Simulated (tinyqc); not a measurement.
From one set of inputs to another, one input at a time: valley-orbit splitting of a donor ground state, with strain. Computed by tinyqc, a small Python program. Command: `OMP_NUM_THREADS=1 python tinyqc.py 3026817 3026818 out.jsonl valleyorbit ladder`. One thread of a shared host (Intel(R) Xeon(R) Processor @ 2.30GHz), about 0.01 s of CPU time with the checks.

The basis is the 1s envelope in each valley; energies are counted from the unstrained conduction-band edge. The strain is e_s (a a^T - 1/3) for the unit stress axis a, so valley j along n_j moves by Xi_u e_s w_j with w_j = (n_j.a)^2 - 1/3: +1/6 for x and y, -1/3 for z. The splitting at the zone boundary that a [110] shear adds for <100> valleys is left out.

The inputs printed are set A. Inputs not listed in the table keep their values of set A, so the rows need not describe a real material.

Inputs (values chosen for the exercise, for a model many-valley semiconductor):
```
quantity                                    value   unit
single-valley binding energy E_0             33.6    meV
central-cell shift Lambda                    6.87    meV
coupling Delta_1                             1.72    meV
coupling Delta_2                             1.81    meV
shear deformation potential Xi_u             8.72     eV
shear strain e_s                          0.00017      -
temperature T                                 300      K
donor density N_D                         1.5e+16  cm^-3
density-of-states mass of one valley m_e    0.322    m_0
```

Valleys: six along <100>. Stress axis: [110].

Constants: k_B = 8.617333262e-05 eV/K; m_0 = 9.1093837015e-31 kg; k_B = 1.380649e-23 J/K; h = 6.62607015e-34 J s.

Method:
- H_jj = -(E_0 + Lambda) + Xi_u e_s w_j; H_jk = -Delta_2 between opposite valleys and -Delta_1 between perpendicular ones.
- Diagonalise H; the ground vector has positive components. The density at the nucleus, and so the contact hyperfine coupling, scales as (sum_j c_j)^2/(number of valleys), which is 1 without strain; the envelopes are held fixed.
- The binding energy is counted from the lowest valley edge, min_j Xi_u e_s w_j; the gap is from the ground state to the next level.
- z = sum over levels of exp(-(E - E_ground)/k_B T), the ground-state share being 1/z; N_c = 2 (2 pi m_e k_B T/h^2)^(3/2) sum_j exp(-(shift_j - lowest shift)/k_B T); n1 = N_c/(2 z) exp(-binding/k_B T), binding = lowest shift - E_ground; without compensation n = 2 N_D/(1 + sqrt(1 + 4 N_D/n1)) (Boltzmann statistics; p and higher states left out).

Each row keeps all changes above it:
```
input moved                                from        to  binding energy under strain (meV)  gap to the first excited state (meV)  free electrons n (cm^-3)
set A                                         -         -                             48.678                                10.018                1.4553e+16
shear strain e_s                        0.00017  -0.00021                             48.872                                10.032                1.4553e+16
temperature T (K)                           300       4.2                             48.872                                10.032                7.3320e-14
single-valley binding energy E_0 (meV)     33.6      30.8                             46.072                                10.032                3.5087e-12
shear deformation potential Xi_u (eV)      8.72      8.41                             46.082                                10.042                3.4685e-12
coupling Delta_2 (meV)                     1.81      1.08                             45.352                                 8.762                9.5088e-12
coupling Delta_1 (meV)                     1.72      1.37                             43.956                                 7.366                6.5417e-11
donor density N_D (cm^-3)               1.5e+16   2.1e+17                             43.956                                 7.366                2.4477e-10
```

Which inputs carry the difference?

Binding energy under strain goes from 48.7 to 44.0, a factor 0.903 in all. The largest single move comes from single-valley binding energy E_0 (a factor 0.943). gap to the first excited state goes from 10.0 to 7.37, a factor 0.735 in all. The largest single move comes from coupling Delta_1 (a factor 0.841). Free electrons n goes from 1.46e16 to 2.45e-10, a factor 1.68e-26 in all. The largest single move comes from temperature T (a factor 5.04e-30). The single moves hold for this order of the switches; the total does not depend on the order.

Caution (rows set A, shear strain e_s): k_B T exceeds a third of E_0, so the p and higher states, left out, hold part of the bound electrons. Caution (rows temperature T, single-valley binding energy E_0, shear deformation potential Xi_u, coupling Delta_2, coupling Delta_1, donor density N_D): n is below one electron per cm^3, so thermal ionisation is negligible and the number is formal. Caution (rows donor density N_D): at this donor density neighbouring orbits begin to overlap and the depth shrinks, which a fixed level leaves out.

Extremes, crossings and ranges named in words are read from the listed rows.
